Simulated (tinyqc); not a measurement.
Finnis-Sinclair potential for a bcc metal: fit to cohesion and elasticity, then vacancy, surfaces and structure: one step, computed by the program tinyqc. Command: `OMP_NUM_THREADS=1 python tinyqc.py 3110513 3110514 out.jsonl fsfit walk`. One thread of a shared host (Intel(R) Xeon(R) Processor @ 2.30GHz), about 0.01 s of CPU time with the checks.

E = (1/2) sum V(r) - A sqrt(rho), rho = sum phi(r), phi = (r - d)^2 for r < d, V = (r - c)^2 (c0 + c1 r + c2 r^2) for r < c. In bcc the 8 first neighbours lie at sqrt(3) a/2 and the 6 second at a; both cut-offs lie below the third shell; Omega = a^3/2; E is per atom and z the number of atoms in a shell. The four constants A, c0, c1, c2 are fitted to E_c, zero pressure, B and C12 - C44 alone, so C44 and C11 - C12 are not matched singly; defects are unrelaxed.

Question. Unrelaxed vacancy. E_v = -A sum_shells z [sqrt(rho - phi(r)) - sqrt(rho)] - (1/2) sum z V(r): the neighbours lose one bond each, and the atom is put back in the bulk.

Inputs (values chosen for the exercise, modelled on tungsten): lattice constant a = 3.165 angstrom; cohesive energy E_c = 8.87 eV; density cut-off d/a = 1.381; pair cut-off c/a = 1.02.

c0, c1, c2 (eV/angstrom^2, eV/angstrom^3, eV/angstrom^4): [28.04127, -18.23018, 3.10799]

A = 1.870177 eV/angstrom

rho = 29.97711 angstrom^2

Give: V at the two shells; phi at the two shells; vacancy energy E_v; E_v/E_c.

Answer.

V at the two shells (eV): [0.3379, 0.0059]

phi at the two shells (angstrom^2): [2.657, 1.454]

vacancy energy E_v = 3.853 eV

E_v/E_c = 0.4344

A pair potential would give E_v = E_c; the square root lowers the ratio to 0.43.
